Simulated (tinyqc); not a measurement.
ROHF in the sto-3g basis, for BeH, spin multiplicity 2, step by step (part 1 of 2). Computed by tinyqc, a small Python program that keeps every step (integrals from PySCF). Settings: charge = 0, multiplicity = 2, basis = sto-3g, energy threshold = 1e-10, iteration cap = 63, orthogonalisation = symmetric, start = core, DIIS depth = 3, method = ROHF. Command: `OMP_NUM_THREADS=1 python tinyqc.py 21476 21477 out.jsonl` (the two numbers bound the seeds that draw the settings). One thread of a shared host (Intel(R) Xeon(R) Processor @ 2.60GHz), about 0.1 s of CPU time with the checks. Later iterations appear only in the table of the cycle.

## One-electron integrals

Geometry (angstrom):
```
atom       x       y       z
Be    0.0000  0.0000  0.0000
H     0.0000  0.0000  1.7580
```

Basis sto-3g: exponents (1/bohr^2) and contraction coefficients of normalised primitives:
```
element  l (shell)  exponent  coefficient
Be           s (1)   30.1679       0.1543
Be           s (1)    5.4951       0.5353
Be           s (1)    1.4872       0.4446
Be           s (2)    1.3148      -0.1000
Be           s (2)    0.3055       0.3995
Be           s (2)    0.0994       0.7001
Be           p (3)    1.3148       0.1559
Be           p (3)    0.3055       0.6077
Be           p (3)    0.0994       0.3920
H            s (1)    3.4253       0.1543
H            s (1)    0.6239       0.5353
H            s (1)    0.1689       0.4446
```

Overlap, kinetic and nuclear-attraction integrals over the contracted functions; the nuclear repulsion is the sum of Za Zb / Rab.

nuclear repulsion = 1.204044 hartree

overlap S, order 1Be 1s, 1Be 2s, 1Be 2px, 1Be 2py, 1Be 2pz, 2H 1s:
```
[[1.0000, 0.2595, 0.0000, 0.0000, 0.0000, 0.0277],
 [0.2595, 1.0000, 0.0000, 0.0000, 0.0000, 0.3051],
 [0.0000, 0.0000, 1.0000, 0.0000, 0.0000, 0.0000],
 [0.0000, 0.0000, 0.0000, 1.0000, 0.0000, 0.0000],
 [0.0000, 0.0000, 0.0000, 0.0000, 1.0000, 0.3905],
 [0.0277, 0.3051, 0.0000, 0.0000, 0.3905, 1.0000]]
```

kinetic energy T (hartree), order 1Be 1s, 1Be 2s, 1Be 2px, 1Be 2py, 1Be 2pz, 2H 1s:
```
[[6.6940, -0.0330, 0.0000, 0.0000, 0.0000, -0.0081],
 [-0.0330, 0.2111, 0.0000, 0.0000, 0.0000, 0.0208],
 [0.0000, 0.0000, 0.6606, 0.0000, 0.0000, 0.0000],
 [0.0000, 0.0000, 0.0000, 0.6606, 0.0000, 0.0000],
 [0.0000, 0.0000, 0.0000, 0.0000, 0.6606, 0.0813],
 [-0.0081, 0.0208, 0.0000, 0.0000, 0.0813, 0.7600]]
```

nuclear attraction V (hartree), order 1Be 1s, 1Be 2s, 1Be 2px, 1Be 2py, 1Be 2pz, 2H 1s:
```
[[-14.8621, -1.9774, 0.0000, 0.0000, -0.0105, -0.2107],
 [-1.9774, -2.6085, 0.0000, 0.0000, -0.1033, -0.7199],
 [0.0000, 0.0000, -2.5655, 0.0000, 0.0000, 0.0000],
 [0.0000, 0.0000, 0.0000, -2.5655, 0.0000, 0.0000],
 [-0.0105, -0.1033, 0.0000, 0.0000, -2.6387, -0.8998],
 [-0.2107, -0.7199, 0.0000, 0.0000, -0.8998, -2.4291]]
```

core Hamiltonian H = T + V (hartree), order 1Be 1s, 1Be 2s, 1Be 2px, 1Be 2py, 1Be 2pz, 2H 1s:
```
[[-8.1681, -2.0104, 0.0000, 0.0000, -0.0105, -0.2188],
 [-2.0104, -2.3974, 0.0000, 0.0000, -0.1033, -0.6990],
 [0.0000, 0.0000, -1.9049, 0.0000, 0.0000, 0.0000],
 [0.0000, 0.0000, 0.0000, -1.9049, 0.0000, 0.0000],
 [-0.0105, -0.1033, 0.0000, 0.0000, -1.9781, -0.8185],
 [-0.2188, -0.6990, 0.0000, 0.0000, -0.8185, -1.6691]]
```

## Two-electron integrals

Functions are numbered as in S; the eight-fold symmetry (ij|kl) = (ji|kl) = (kl|ij) leaves the list below.

Two-electron integrals (ij|kl) in chemists' order, unique and non-zero (hartree):
```
(11|11) 2.2988   (21|11) 0.3920   (21|21) 0.0795   (22|11) 0.5710
(22|21) 0.1430   (22|22) 0.4177   (31|31) 0.0146   (32|31) 0.0219
(32|32) 0.0923   (33|11) 0.5696   (33|21) 0.1431   (33|22) 0.4176
(33|33) 0.4499   (41|41) 0.0146   (42|41) 0.0219   (42|42) 0.0923
(43|43) 0.0242   (44|11) 0.5696   (44|21) 0.1431   (44|22) 0.4176
(44|33) 0.4014   (44|44) 0.4499   (51|51) 0.0146   (52|51) 0.0219
(52|52) 0.0923   (53|53) 0.0242   (54|54) 0.0242   (55|11) 0.5696
(55|21) 0.1431   (55|22) 0.4176   (55|33) 0.4014   (55|44) 0.4014
(55|55) 0.4499   (61|11) 0.0413   (61|21) 0.0084   (61|22) 0.0152
(61|33) 0.0151   (61|44) 0.0151   (61|51) 0.0007   (61|52) 0.0014
(61|55) 0.0154   (61|61) 0.0009   (62|11) 0.1277   (62|21) 0.0326
(62|22) 0.1075   (62|33) 0.1032   (62|44) 0.1032   (62|51) 0.0042
(62|52) 0.0283   (62|55) 0.1162   (62|61) 0.0038   (62|62) 0.0462
(63|31) 0.0026   (63|32) 0.0130   (63|53) 0.0046   (63|63) 0.0036
(64|41) 0.0026   (64|42) 0.0130   (64|54) 0.0046   (64|64) 0.0036
(65|11) 0.1482   (65|21) 0.0382   (65|22) 0.1316   (65|33) 0.1240
(65|44) 0.1240   (65|51) 0.0066   (65|52) 0.0435   (65|55) 0.1468
(65|61) 0.0046   (65|62) 0.0634   (65|65) 0.0888   (66|11) 0.3005
(66|21) 0.0779   (66|22) 0.2892   (66|33) 0.2696   (66|44) 0.2696
(66|51) 0.0102   (66|52) 0.0935   (66|55) 0.3280   (66|61) 0.0092
(66|62) 0.1666   (66|65) 0.2400   (66|66) 0.7746
```

## Orthogonalisation

S = U s U^T; symmetric (Loewdin) form X = U s^(-1/2) U^T, so that X^T S X = 1.

eigenvalues of S: [0.4836, 0.7978, 1.0000, 1.0000, 1.1839, 1.5348]

X, order 1Be 1s, 1Be 2s, 1Be 2px, 1Be 2py, 1Be 2pz, 2H 1s:
```
[[1.0275, -0.1416, 0.0000, 0.0000, -0.0075, 0.0211],
 [-0.1416, 1.0723, 0.0000, 0.0000, 0.0566, -0.1870],
 [0.0000, 0.0000, 1.0000, 0.0000, 0.0000, 0.0000],
 [0.0000, 0.0000, 0.0000, 1.0000, 0.0000, 0.0000],
 [-0.0075, 0.0566, 0.0000, 0.0000, 1.0702, -0.2330],
 [0.0211, -0.1870, 0.0000, 0.0000, -0.2330, 1.1139]]
```

## Starting guess

The start is the orbitals of the core Hamiltonian; D(s) = C_occ C_occ^T for each spin.

D(alpha) at the start, order 1Be 1s, 1Be 2s, 1Be 2px, 1Be 2py, 1Be 2pz, 2H 1s:
```
[[1.0502, -0.1857, 0.0000, 0.0000, -0.1194, 0.0017],
 [-0.1857, 0.6791, 0.0000, 0.0000, 0.4893, 0.0119],
 [0.0000, 0.0000, 0.0073, -0.0852, 0.0000, 0.0000],
 [0.0000, 0.0000, -0.0852, 0.9927, 0.0000, 0.0000],
 [-0.1194, 0.4893, 0.0000, 0.0000, 0.3528, 0.0086],
 [0.0017, 0.0119, 0.0000, 0.0000, 0.0086, 0.0002]]
```

D(beta) at the start, order 1Be 1s, 1Be 2s, 1Be 2px, 1Be 2py, 1Be 2pz, 2H 1s:
```
[[1.0502, -0.1857, 0.0000, 0.0000, -0.1194, 0.0017],
 [-0.1857, 0.6791, 0.0000, 0.0000, 0.4893, 0.0119],
 [0.0000, 0.0000, 0.0000, 0.0000, 0.0000, 0.0000],
 [0.0000, 0.0000, 0.0000, 0.0000, 0.0000, 0.0000],
 [-0.1194, 0.4893, 0.0000, 0.0000, 0.3528, 0.0086],
 [0.0017, 0.0119, 0.0000, 0.0000, 0.0086, 0.0002]]
```

## Iteration 1: building the Fock matrix

J_ij = sum D_kl (ij|kl) with D = D(alpha) + D(beta), K_ij = sum D_kl (ik|jl) for each spin; F = H + J - K(s); E = tr D H + tr D J / 2 - 0.5 sum_s tr D(s) K(s) + E_nn.

Coulomb J (hartree), order 1Be 1s, 1Be 2s, 1Be 2px, 1Be 2py, 1Be 2pz, 2H 1s:
```
[[6.2959, 1.2056, 0.0000, 0.0000, 0.0363, 0.1300],
 [1.2056, 2.3825, 0.0000, 0.0000, 0.1730, 0.6331],
 [0.0000, 0.0000, 2.3515, -0.0041, 0.0000, 0.0000],
 [0.0000, 0.0000, -0.0041, 2.3993, 0.0000, 0.0000],
 [0.0363, 0.1730, 0.0000, 0.0000, 2.3868, 0.7774],
 [0.1300, 0.6331, 0.0000, 0.0000, 0.7774, 1.6619]]
```

exchange K(alpha) (hartree), order 1Be 1s, 1Be 2s, 1Be 2px, 1Be 2py, 1Be 2pz, 2H 1s:
```
[[2.3428, 0.4185, 0.0000, 0.0000, 0.0119, 0.0498],
 [0.4185, 0.4420, 0.0000, 0.0000, 0.2331, 0.1804],
 [0.0000, 0.0000, 0.1062, -0.0362, 0.0000, 0.0000],
 [0.0000, 0.0000, -0.0362, 0.5256, 0.0000, 0.0000],
 [0.0119, 0.2331, 0.0000, 0.0000, 0.2564, 0.1564],
 [0.0498, 0.1804, 0.0000, 0.0000, 0.1564, 0.1351]]
```

exchange K(beta) (hartree), order 1Be 1s, 1Be 2s, 1Be 2px, 1Be 2py, 1Be 2pz, 2H 1s:
```
[[2.3282, 0.3966, 0.0000, 0.0000, 0.0119, 0.0472],
 [0.3966, 0.3498, 0.0000, 0.0000, 0.2331, 0.1674],
 [0.0000, 0.0000, 0.0788, 0.0000, 0.0000, 0.0000],
 [0.0000, 0.0000, 0.0000, 0.0788, 0.0000, 0.0000],
 [0.0119, 0.2331, 0.0000, 0.0000, 0.2322, 0.1518],
 [0.0472, 0.1674, 0.0000, 0.0000, 0.1518, 0.1315]]
```

F(alpha) (hartree), order 1Be 1s, 1Be 2s, 1Be 2px, 1Be 2py, 1Be 2pz, 2H 1s:
```
[[-4.2150, -1.2233, 0.0000, 0.0000, 0.0139, -0.1386],
 [-1.2233, -0.4570, 0.0000, 0.0000, -0.1634, -0.2464],
 [0.0000, 0.0000, 0.3405, 0.0321, 0.0000, 0.0000],
 [0.0000, 0.0000, 0.0321, -0.0311, 0.0000, 0.0000],
 [0.0139, -0.1634, 0.0000, 0.0000, 0.1523, -0.1975],
 [-0.1386, -0.2464, 0.0000, 0.0000, -0.1975, -0.1422]]
```

F(beta) (hartree), order 1Be 1s, 1Be 2s, 1Be 2px, 1Be 2py, 1Be 2pz, 2H 1s:
```
[[-4.2004, -1.2014, 0.0000, 0.0000, 0.0139, -0.1360],
 [-1.2014, -0.3647, 0.0000, 0.0000, -0.1634, -0.2333],
 [0.0000, 0.0000, 0.3678, -0.0041, 0.0000, 0.0000],
 [0.0000, 0.0000, -0.0041, 0.4156, 0.0000, 0.0000],
 [0.0139, -0.1634, 0.0000, 0.0000, 0.1766, -0.1930],
 [-0.1360, -0.2333, 0.0000, 0.0000, -0.1930, -0.1387]]
```

total energy of this density = -14.415889 hartree

## Iteration 1: Roothaan effective Fock matrix

With projectors Pc = D(beta) S, Po = (D(alpha) - D(beta)) S, Pv = 1 - D(alpha) S, the block xy is Px^T F Py; with Fc = (F(alpha) + F(beta))/2, the blocks are Fc for cc, oo, vv and cv, F(beta) for co and F(alpha) for ov.

effective F (hartree), order 1Be 1s, 1Be 2s, 1Be 2px, 1Be 2py, 1Be 2pz, 2H 1s:
```
[[-4.2077, -1.2123, 0.0000, 0.0000, 0.0139, -0.1373],
 [-1.2123, -0.4109, 0.0000, 0.0000, -0.1634, -0.2398],
 [0.0000, 0.0000, 0.3542, 0.0140, 0.0000, 0.0000],
 [0.0000, 0.0000, 0.0140, 0.1923, 0.0000, 0.0000],
 [0.0139, -0.1634, 0.0000, 0.0000, 0.1644, -0.1952],
 [-0.1373, -0.2398, 0.0000, 0.0000, -0.1952, -0.1404]]
```

## Iteration 1: diagonalisation and new density

Diagonalise F' = X^T F X, C = X C', fill 3 alpha and 2 beta electrons from the bottom; D(s) = C_occ C_occ^T. Each column has its largest component positive (the first on a tie).

F' = X^T F X (hartree):
```
[[-4.1027, -0.6669, 0.0000, 0.0000, 0.0234, 0.0066],
 [-0.6669, -0.1200, 0.0000, 0.0000, -0.0969, -0.1879],
 [0.0000, 0.0000, 0.3542, 0.0140, 0.0000, 0.0000],
 [0.0000, 0.0000, 0.0140, 0.1923, 0.0000, 0.0000],
 [0.0234, -0.0969, 0.0000, 0.0000, 0.2634, -0.2346],
 [0.0066, -0.1879, 0.0000, 0.0000, -0.2346, 0.0084]]
```

orbital energies (hartree): [-4.2115, -0.2907, 0.1480, 0.1911, 0.3554, 0.4033]

coefficients C, order 1Be 1s, 1Be 2s, 1Be 2px, 1Be 2py, 1Be 2pz, 2H 1s:
```
[[0.9914, -0.1758, -0.2491, 0.0000, 0.0000, -0.0226],
 [0.0319, 0.5455, 0.9367, 0.0000, 0.0000, 0.1785],
 [0.0000, 0.0000, 0.0000, -0.0855, 0.9963, 0.0000],
 [0.0000, 0.0000, 0.0000, 0.9963, 0.0855, 0.0000],
 [-0.0010, 0.3022, -0.1961, 0.0000, 0.0000, 1.0359],
 [-0.0028, 0.5619, -0.6313, 0.0000, 0.0000, -0.7850]]
```

D(alpha) after iteration 1, order 1Be 1s, 1Be 2s, 1Be 2px, 1Be 2py, 1Be 2pz, 2H 1s:
```
[[1.0758, -0.2977, 0.0000, 0.0000, -0.0053, 0.0557],
 [-0.2977, 1.1761, 0.0000, 0.0000, -0.0189, -0.2849],
 [0.0000, 0.0000, 0.0000, 0.0000, 0.0000, 0.0000],
 [0.0000, 0.0000, 0.0000, 0.0000, 0.0000, 0.0000],
 [-0.0053, -0.0189, 0.0000, 0.0000, 0.1298, 0.2936],
 [0.0557, -0.2849, 0.0000, 0.0000, 0.2936, 0.7143]]
```

D(beta) after iteration 1, order 1Be 1s, 1Be 2s, 1Be 2px, 1Be 2py, 1Be 2pz, 2H 1s:
```
[[1.0137, -0.0643, 0.0000, 0.0000, -0.0542, -0.1016],
 [-0.0643, 0.2986, 0.0000, 0.0000, 0.1648, 0.3065],
 [0.0000, 0.0000, 0.0000, 0.0000, 0.0000, 0.0000],
 [0.0000, 0.0000, 0.0000, 0.0000, 0.0000, 0.0000],
 [-0.0542, 0.1648, 0.0000, 0.0000, 0.0913, 0.1698],
 [-0.1016, 0.3065, 0.0000, 0.0000, 0.1698, 0.3158]]
```

## Iteration 2: building the Fock matrix

As before.

Coulomb J (hartree), order 1Be 1s, 1Be 2s, 1Be 2px, 1Be 2py, 1Be 2pz, 2H 1s:
```
[[5.9361, 1.1205, 0.0000, 0.0000, 0.0215, 0.1203],
 [1.1205, 2.2209, 0.0000, 0.0000, 0.1621, 0.6672],
 [0.0000, 0.0000, 2.1868, 0.0000, 0.0000, 0.0000],
 [0.0000, 0.0000, 0.0000, 2.1868, 0.0000, 0.0000],
 [0.0215, 0.1621, 0.0000, 0.0000, 2.2793, 0.8523],
 [0.1203, 0.6672, 0.0000, 0.0000, 0.8523, 2.1233]]
```

exchange K(alpha) (hartree), order 1Be 1s, 1Be 2s, 1Be 2px, 1Be 2py, 1Be 2pz, 2H 1s:
```
[[2.3359, 0.3975, 0.0000, 0.0000, 0.0005, 0.0460],
 [0.3975, 0.4956, 0.0000, 0.0000, 0.0384, 0.1977],
 [0.0000, 0.0000, 0.1124, 0.0000, 0.0000, 0.0000],
 [0.0000, 0.0000, 0.0000, 0.1124, 0.0000, 0.0000],
 [0.0005, 0.0384, 0.0000, 0.0000, 0.2951, 0.2983],
 [0.0460, 0.1977, 0.0000, 0.0000, 0.2983, 0.6625]]
```

exchange K(beta) (hartree), order 1Be 1s, 1Be 2s, 1Be 2px, 1Be 2py, 1Be 2pz, 2H 1s:
```
[[2.3023, 0.4033, 0.0000, 0.0000, -0.0022, 0.0423],
 [0.4033, 0.2789, 0.0000, 0.0000, 0.1669, 0.2394],
 [0.0000, 0.0000, 0.0519, 0.0000, 0.0000, 0.0000],
 [0.0000, 0.0000, 0.0000, 0.0519, 0.0000, 0.0000],
 [-0.0022, 0.1669, 0.0000, 0.0000, 0.1838, 0.2405],
 [0.0423, 0.2394, 0.0000, 0.0000, 0.2405, 0.4691]]
```

F(alpha) (hartree), order 1Be 1s, 1Be 2s, 1Be 2px, 1Be 2py, 1Be 2pz, 2H 1s:
```
[[-4.5680, -1.2874, 0.0000, 0.0000, 0.0105, -0.1446],
 [-1.2874, -0.6721, 0.0000, 0.0000, 0.0203, -0.2296],
 [0.0000, 0.0000, 0.1694, 0.0000, 0.0000, 0.0000],
 [0.0000, 0.0000, 0.0000, 0.1694, 0.0000, 0.0000],
 [0.0105, 0.0203, 0.0000, 0.0000, 0.0061, -0.2646],
 [-0.1446, -0.2296, 0.0000, 0.0000, -0.2646, -0.2083]]
```

F(beta) (hartree), order 1Be 1s, 1Be 2s, 1Be 2px, 1Be 2py, 1Be 2pz, 2H 1s:
```
[[-4.5343, -1.2932, 0.0000, 0.0000, 0.0132, -0.1408],
 [-1.2932, -0.4554, 0.0000, 0.0000, -0.1082, -0.2713],
 [0.0000, 0.0000, 0.2300, 0.0000, 0.0000, 0.0000],
 [0.0000, 0.0000, 0.0000, 0.2300, 0.0000, 0.0000],
 [0.0132, -0.1082, 0.0000, 0.0000, 0.1174, -0.2068],
 [-0.1408, -0.2713, 0.0000, 0.0000, -0.2068, -0.0149]]
```

total energy of this density = -14.812834 hartree

## Iteration 2: Roothaan effective Fock matrix

As before.

effective F (hartree), order 1Be 1s, 1Be 2s, 1Be 2px, 1Be 2py, 1Be 2pz, 2H 1s:
```
[[-4.5510, -1.2928, 0.0000, 0.0000, 0.0136, -0.1410],
 [-1.2928, -0.5696, 0.0000, 0.0000, -0.0427, -0.2517],
 [0.0000, 0.0000, 0.1997, 0.0000, 0.0000, 0.0000],
 [0.0000, 0.0000, 0.0000, 0.1997, 0.0000, 0.0000],
 [0.0136, -0.0427, 0.0000, 0.0000, 0.0626, -0.2332],
 [-0.1410, -0.2517, 0.0000, 0.0000, -0.2332, -0.1077]]
```

## Iteration 2: DIIS over 2 matrices

error matrix X^T (FDS - SDF) X:
```
[[0.0000, -0.0058, 0.0000, 0.0000, 0.0249, -0.0009],
 [0.0058, 0.0000, 0.0000, 0.0000, -0.1347, 0.0259],
 [0.0000, 0.0000, 0.0000, 0.0000, 0.0000, 0.0000],
 [0.0000, 0.0000, 0.0000, 0.0000, 0.0000, 0.0000],
 [-0.0249, 0.1347, 0.0000, 0.0000, 0.0000, -0.0833],
 [0.0009, -0.0259, 0.0000, 0.0000, 0.0833, 0.0000]]
```

B (overlaps of the stored error matrices):
```
[[6.8955777e-01, 1.8605083e-03],
 [1.8605083e-03, 5.2812952e-02]]
```

Minimise |sum c_i e_i|^2 with sum c_i = 1: solve [B -1; -1 0][c; lambda] = [0; -1] with B_ij = tr e_i^T e_j, and take F = sum c_i F_i.

DIIS coefficients: [0.0690, 0.9310]

extrapolated F (hartree), order 1Be 1s, 1Be 2s, 1Be 2px, 1Be 2py, 1Be 2pz, 2H 1s:
```
[[-4.5273, -1.2872, 0.0000, 0.0000, 0.0136, -0.1407],
 [-1.2872, -0.5586, 0.0000, 0.0000, -0.0511, -0.2509],
 [0.0000, 0.0000, 0.2104, 0.0010, 0.0000, 0.0000],
 [0.0000, 0.0000, 0.0010, 0.1992, 0.0000, 0.0000],
 [0.0136, -0.0511, 0.0000, 0.0000, 0.0697, -0.2306],
 [-0.1407, -0.2509, 0.0000, 0.0000, -0.2306, -0.1099]]
```

## Iteration 2: diagonalisation and new density

As before.

F' = X^T F X (hartree):
```
[[-4.4210, -0.6839, 0.0000, 0.0000, 0.0053, 0.0133],
 [-0.6839, -0.2542, 0.0000, 0.0000, 0.0302, -0.2122],
 [0.0000, 0.0000, 0.2104, 0.0010, 0.0000, 0.0000],
 [0.0000, 0.0000, 0.0010, 0.1992, 0.0000, 0.0000],
 [0.0053, 0.0302, 0.0000, 0.0000, 0.1876, -0.2866],
 [0.0133, -0.2122, 0.0000, 0.0000, -0.2866, 0.0690]]
```

orbital energies (hartree): [-4.5305, -0.3171, -0.0346, 0.1991, 0.2105, 0.4635]

coefficients C, order 1Be 1s, 1Be 2s, 1Be 2px, 1Be 2py, 1Be 2pz, 2H 1s:
```
[[0.9923, -0.2074, -0.1996, 0.0000, 0.0000, 0.0942],
 [0.0288, 0.6738, 0.7446, 0.0000, 0.0000, -0.4459],
 [0.0000, 0.0000, 0.0000, -0.0855, 0.9963, 0.0000],
 [0.0000, 0.0000, 0.0000, 0.9963, 0.0855, 0.0000],
 [-0.0014, 0.2311, -0.5406, 0.0000, 0.0000, -0.9259],
 [-0.0035, 0.4885, -0.4473, 0.0000, 0.0000, 0.9444]]
```

D(alpha) after iteration 2, order 1Be 1s, 1Be 2s, 1Be 2px, 1Be 2py, 1Be 2pz, 2H 1s:
```
[[1.0674, -0.2597, 0.0000, 0.0000, 0.0585, -0.0155],
 [-0.2597, 1.0092, 0.0000, 0.0000, -0.2468, -0.0040],
 [0.0000, 0.0000, 0.0000, 0.0000, 0.0000, 0.0000],
 [0.0000, 0.0000, 0.0000, 0.0000, 0.0000, 0.0000],
 [0.0585, -0.2468, 0.0000, 0.0000, 0.3457, 0.3547],
 [-0.0155, -0.0040, 0.0000, 0.0000, 0.3547, 0.4387]]
```

D(beta) after iteration 2, order 1Be 1s, 1Be 2s, 1Be 2px, 1Be 2py, 1Be 2pz, 2H 1s:
```
[[1.0276, -0.1111, 0.0000, 0.0000, -0.0494, -0.1048],
 [-0.1111, 0.4548, 0.0000, 0.0000, 0.1557, 0.3291],
 [0.0000, 0.0000, 0.0000, 0.0000, 0.0000, 0.0000],
 [0.0000, 0.0000, 0.0000, 0.0000, 0.0000, 0.0000],
 [-0.0494, 0.1557, 0.0000, 0.0000, 0.0534, 0.1129],
 [-0.1048, 0.3291, 0.0000, 0.0000, 0.1129, 0.2387]]
```

## Iteration 3: building the Fock matrix

As before.

Coulomb J (hartree), order 1Be 1s, 1Be 2s, 1Be 2px, 1Be 2py, 1Be 2pz, 2H 1s:
```
[[6.0037, 1.1365, 0.0000, 0.0000, 0.0120, 0.1213],
 [1.1365, 2.2536, 0.0000, 0.0000, 0.1057, 0.6432],
 [0.0000, 0.0000, 2.2207, 0.0000, 0.0000, 0.0000],
 [0.0000, 0.0000, 0.0000, 2.2207, 0.0000, 0.0000],
 [0.0120, 0.1057, 0.0000, 0.0000, 2.3093, 0.8113],
 [0.1213, 0.6432, 0.0000, 0.0000, 0.8113, 1.9646]]
```

exchange K(alpha) (hartree), order 1Be 1s, 1Be 2s, 1Be 2px, 1Be 2py, 1Be 2pz, 2H 1s:
```
[[2.3350, 0.4028, 0.0000, 0.0000, 0.0008, 0.0465],
 [0.4028, 0.5025, 0.0000, 0.0000, -0.0330, 0.2091],
 [0.0000, 0.0000, 0.1103, 0.0000, 0.0000, 0.0000],
 [0.0000, 0.0000, 0.0000, 0.1103, 0.0000, 0.0000],
 [0.0008, -0.0330, 0.0000, 0.0000, 0.3954, 0.2929],
 [0.0465, 0.2091, 0.0000, 0.0000, 0.2929, 0.5541]]
```

exchange K(beta) (hartree), order 1Be 1s, 1Be 2s, 1Be 2px, 1Be 2py, 1Be 2pz, 2H 1s:
```
[[2.3093, 0.3998, 0.0000, 0.0000, -0.0021, 0.0410],
 [0.3998, 0.3262, 0.0000, 0.0000, 0.1526, 0.2368],
 [0.0000, 0.0000, 0.0633, 0.0000, 0.0000, 0.0000],
 [0.0000, 0.0000, 0.0000, 0.0633, 0.0000, 0.0000],
 [-0.0021, 0.1526, 0.0000, 0.0000, 0.1577, 0.1991],
 [0.0410, 0.2368, 0.0000, 0.0000, 0.1991, 0.3919]]
```

F(alpha) (hartree), order 1Be 1s, 1Be 2s, 1Be 2px, 1Be 2py, 1Be 2pz, 2H 1s:
```
[[-4.4995, -1.2766, 0.0000, 0.0000, 0.0007, -0.1440],
 [-1.2766, -0.6464, 0.0000, 0.0000, 0.0354, -0.2649],
 [0.0000, 0.0000, 0.2055, 0.0000, 0.0000, 0.0000],
 [0.0000, 0.0000, 0.0000, 0.2055, 0.0000, 0.0000],
 [0.0007, 0.0354, 0.0000, 0.0000, -0.0642, -0.3000],
 [-0.1440, -0.2649, 0.0000, 0.0000, -0.3000, -0.2586]]
```

F(beta) (hartree), order 1Be 1s, 1Be 2s, 1Be 2px, 1Be 2py, 1Be 2pz, 2H 1s:
```
[[-4.4737, -1.2736, 0.0000, 0.0000, 0.0036, -0.1385],
 [-1.2736, -0.4701, 0.0000, 0.0000, -0.1502, -0.2926],
 [0.0000, 0.0000, 0.2525, 0.0000, 0.0000, 0.0000],
 [0.0000, 0.0000, 0.0000, 0.2525, 0.0000, 0.0000],
 [0.0036, -0.1502, 0.0000, 0.0000, 0.1735, -0.2063],
 [-0.1385, -0.2926, 0.0000, 0.0000, -0.2063, -0.0964]]
```

total energy of this density = -14.870799 hartree

## Iteration 3: Roothaan effective Fock matrix

As before.

effective F (hartree), order 1Be 1s, 1Be 2s, 1Be 2px, 1Be 2py, 1Be 2pz, 2H 1s:
```
[[-4.4866, -1.2752, 0.0000, 0.0000, 0.0017, -0.1413],
 [-1.2752, -0.5452, 0.0000, 0.0000, -0.0568, -0.2839],
 [0.0000, 0.0000, 0.2290, 0.0000, 0.0000, 0.0000],
 [0.0000, 0.0000, 0.0000, 0.2290, 0.0000, 0.0000],
 [0.0017, -0.0568, 0.0000, 0.0000, 0.0317, -0.2602],
 [-0.1413, -0.2839, 0.0000, 0.0000, -0.2602, -0.1775]]
```

## Iteration 3: DIIS over 3 matrices

error matrix X^T (FDS - SDF) X:
```
[[0.0000, -0.0007, 0.0000, 0.0000, 0.0189, -0.0180],
 [0.0007, 0.0000, 0.0000, 0.0000, -0.0138, 0.0674],
 [0.0000, 0.0000, 0.0000, 0.0000, 0.0000, 0.0000],
 [0.0000, 0.0000, 0.0000, 0.0000, 0.0000, 0.0000],
 [-0.0189, 0.0138, 0.0000, 0.0000, 0.0000, 0.0175],
 [0.0180, -0.0674, 0.0000, 0.0000, -0.0175, 0.0000]]
```

B (overlaps of the stored error matrices):
```
[[6.8955777e-01, 1.8605083e-03, 6.1218898e-02],
 [1.8605083e-03, 5.2812952e-02, 5.2727773e-03],
 [6.1218898e-02, 5.2727773e-03, 1.1436263e-02]]
```

As before.

DIIS coefficients: [-0.0831, 0.0325, 1.0506]

extrapolated F (hartree), order 1Be 1s, 1Be 2s, 1Be 2px, 1Be 2py, 1Be 2pz, 2H 1s:
```
[[-4.5118, -1.2810, 0.0000, 0.0000, 0.0011, -0.1416],
 [-1.2810, -0.5571, 0.0000, 0.0000, -0.0475, -0.2865],
 [0.0000, 0.0000, 0.2177, -0.0012, 0.0000, 0.0000],
 [0.0000, 0.0000, -0.0012, 0.2311, 0.0000, 0.0000],
 [0.0011, -0.0475, 0.0000, 0.0000, 0.0216, -0.2647],
 [-0.1416, -0.2865, 0.0000, 0.0000, -0.2647, -0.1783]]
```
